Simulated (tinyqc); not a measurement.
Comparisons within one model: metal-induced gap states at the contact of a metal chain and a two-band chain. A value that a table varies takes the place of the one given here.

The semiconductor alternates sites A at -Eg/2 and C at +Eg/2 with hopping -t; the gap runs from -Eg/2 to Eg/2. In the gap cosh(q a) = 1 + (Eg^2/4 - E^2)/(2 t^2) and the amplitude changes by -exp(-q a) a period. The metal has site energy 0 and hopping -tm; its end site has g_m = (E - i sqrt(4 tm^2 - E^2))/(2 tm^2). Sites 1, 2, ... count into the semiconductor, with energies e1, e2 alternating. The clean half chain has g1 = 1/(E - e1 - t^2 g2), g2 = 1/(E - e2 - t^2 g1), decaying root. With the contact G11 = 1/(1/g1 - tc^2 g_m), and the density on site j is -Im G_jj/pi = |psi_j/psi_1|^2 (-Im G11/pi), per spin, with psi_2/psi_1 = -t g2, psi_3/psi_2 = -t g1.

Constants: e^2/(4 pi eps0) = 14.39964547 eV angstrom.

Values chosen for the exercise (gap and optical dielectric constant near those of SiO2; the chain itself is a model; not measured data):
- Eg = 9.1 eV (gap)
- t = 2.45 eV (hopping in the semiconductor)
- tm = 3.64 eV (hopping in the metal)
- tc = 2.8 eV (hopping across the contact)
- end = A (site that touches the metal)
- a = 3.1 angstrom (period (two sites); one chain for each area a^2)
- eps = 2.2 (dielectric constant)
- E = 1.34 eV (energy from mid-gap)

## Across the gap

E = f Eg. Share on C: the part of the summed density that lies on C sites, whose orbitals make the conduction edge.

Gap states:
```
f      E (eV)  xi = 1/(2q) (angstrom)  D1 (1/eV)  D2 (1/eV)  sum (1/eV)  share on C
-0.48  -4.368                    3.01     0.0912     0.0011      0.1437       0.012
-0.40  -3.640                    1.46     0.0621     0.0024      0.0732       0.037
-0.30  -2.730                    1.13     0.0438     0.0028      0.0498       0.059
-0.15  -1.365                    0.97     0.0283     0.0031      0.0327       0.098
0.00    0.000                    0.93     0.0189     0.0036      0.0234       0.160
0.15    1.365                    0.97     0.0125     0.0047      0.0180       0.273
0.30    2.730                    1.13     0.0076     0.0077      0.0163       0.503
0.40    3.640                    1.46     0.0044     0.0138      0.0206       0.757
0.48    4.368                    3.01     0.0012     0.0366      0.0589       0.967
```

The decay length xi of the density is shortest at mid-gap, 0.93 angstrom, and grows to 3.0 near the edges. The summed density is least at f = 0.3 (0.0163) and largest at f = -0.48 (0.1437 1/eV). The share on C goes from 0.01 to 0.97 and passes one half near f = +0.298, a point that depends on which site ends the chain. The states turn from valence-like to conduction-like across the gap; the branch point, where the decay is fastest, lies at mid-gap in this symmetric chain and is the usual estimate of the neutrality level.

## Wider gaps pin less

E = 0; Eg is varied and eps follows 1 + (eps0 - 1)(Eg0/Eg), with the given Eg and eps as Eg0 and eps0. xi = 1/(2q), N = 2 (summed density)/a^2, S = 1/(1 + 4 pi e^2 N xi/eps).

Against the gap:
```
Eg (eV)    eps  xi (angstrom)  summed density (1/eV)      S  S at fixed eps
0.50     22.84          15.20                 0.6265  0.060           0.006
0.75     15.56          10.14                 0.4156  0.089           0.014
1.10     10.93           6.92                 0.2812  0.130           0.029
1.50      8.28           5.08                 0.2041  0.175           0.053
2.30      5.75           3.33                 0.1298  0.261           0.119
3.40      4.21           2.28                 0.0842  0.368           0.234
5.50      2.99           1.45                 0.0471  0.538           0.461
9.00      2.21           0.94                 0.0238  0.724           0.723
```

From Eg = 0.5 to 9 eV xi falls by a factor 16.1 and the summed density by 26.4, so at fixed eps S rises from 0.01 to 0.72. The weaker screening of wide-gap solids works against this: with it S goes from 0.06 to 0.72.

## Weakening the contact bond

At the given E, tc is varied, as by a thin spacer. xi = 1/(2q), N = 2 (summed density)/a^2, S = 1/(1 + 4 pi e^2 N xi/eps) with xi and eps kept.

Against tc:
```
tc (eV)  D1 (1/eV)  summed density (1/eV)       S
0.10       0.00002                0.00002  0.9996
0.25       0.00010                0.00014  0.9977
0.50       0.00040                0.00057  0.9907
0.80       0.00102                0.00145  0.9764
1.20       0.00231                0.00330  0.9481
1.80       0.00527                0.00753  0.8889
2.50       0.01018                0.01455  0.8055
3.50       0.01858                0.02655  0.6941
```

For a weak bond the density goes as tc^2 (ratio 6.25 between 0.25 and 0.1 eV, against 6.25). It is largest at tc = 3.5 eV among these rows, the end of the table; the peak may lie just before or beyond it. S is 1.000 at 0.1 eV and has its least value, 0.694, in that row.

## What each parameter does

xi = 1/(2q), summed density, and S = 1/(1 + 4 pi e^2 N xi/eps), N = 2 (summed density)/a^2. Each row changes one parameter from the base and keeps the others.

Results:
```
case           xi (angstrom)  summed density (1/eV)       S
base                   0.969                0.01808  0.7693
Eg = 10.01 eV          0.891                0.01570  0.8069
t = 2.695 eV           1.050                0.01774  0.7582
tm = 4.004 eV          0.969                0.01642  0.7859
tc = 3.08 eV           0.969                0.02150  0.7370
eps = 2.42             0.969                0.01808  0.7857
end = C                0.969                0.03248  0.6498
```

The largest shifts from the base row, up to three for each result and ties (the steps differ in size, so this ranks the rows, not the parameters). xi (angstrom): t +0.081, Eg -0.079; unchanged at the printed digits by tm, tc, eps and end. summed density (1/eV): end +0.01440, tc +0.00342, Eg -0.00238; unchanged at the printed digits by eps. S: end -0.1195, Eg +0.0377, tc -0.0322. The decay length belongs to the semiconductor alone; the metal and the contact set only the amplitude.

tinyqc: `OMP_NUM_THREADS=1 python tinyqc.py 1451498 1451499 out.jsonl`; about 0.01 s, one thread, shared Intel(R) Xeon(R) Processor @ 2.30GHz.
